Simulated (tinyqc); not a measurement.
Linear model of a band gap against the share of exact exchange: sweeps and comparisons. A value that a table varies takes the place of the one given here.

E(alpha) = E0 + S alpha. A wider gap screens less, modelled in the Penn form eps(alpha) = 1 + (e0 - 1)(EP/(EP + S alpha))^2 with a scale EP chosen for the exercise. A dielectric-dependent hybrid takes alpha = 1/eps.

Values chosen for the exercise (of the order of those of SiO2; shifted at random, so the results belong to these values and not to a real crystal): E0 = 5.6 eV (gap of the semi-local functional); S = 9.25 eV (slope dE/d(alpha)); e0 = 2.39 (optical dielectric constant at alpha = 0); EP = 30 eV (energy scale of the screening); Et = 9.12 eV (target gap).

## Sweep of alpha

Also the exciton scale relative to alpha = 0, (m/m(0))(eps(0)/eps)^2, with a mass proportional to E + D, D = E0/2 + 0.3 eV, a k.p rule for direct gaps only.

Results:
```
alpha  E (eV)    eps  alpha eps  exciton scale
0.00    5.600  2.390      0.000           1.00
0.05    6.062  2.348      0.117           1.09
0.10    6.525  2.308      0.231           1.19
0.15    6.987  2.270      0.340           1.29
0.20    7.450  2.233      0.447           1.39
0.25    7.912  2.198      0.550           1.50
0.35    8.838  2.132      0.746           1.72
0.50   10.225  2.043      1.022           2.10
```

alpha eps reaches 1 between alpha = 0.35 and 0.5 (fixed point 0.488), and the target gap is met between 0.35 and 0.5. At the fixed point the gap is 10.11 eV, +0.99 eV from the target. From 0 to 0.25 the gap grows by 2.31 eV while eps falls by 8 %; the exciton scale, which takes both, grows by a factor of 1.50.

## What each parameter does

Fixed point alpha = 1/eps(alpha), gap and eps there. Each row changes one parameter from the base and keeps the others.

Results:
```
case           alpha  E (eV)    eps
base          0.4877  10.111  2.050
E0 = 6.16 eV  0.4877  10.671  2.050
S = 8.325 eV  0.4802   9.598  2.082
e0 = 2.151    0.5420  10.614  1.845
EP = 33 eV    0.4809  10.048  2.079
```

The largest shifts from the base row, up to three for each result and ties (the steps differ in size, so this ranks the rows, not the parameters). alpha: e0 +0.0543, S -0.0075, EP -0.0068; unchanged at the printed digits by E0. E (eV): E0 +0.560, S -0.513, e0 +0.502. eps: e0 -0.205, S +0.032, EP +0.029; unchanged at the printed digits by E0.

(tinyqc, `OMP_NUM_THREADS=1 python tinyqc.py 1851091 1851092 out.jsonl`, Intel(R) Xeon(R) Processor @ 2.30GHz, 1 thread, shared host, about 0.01 s.)
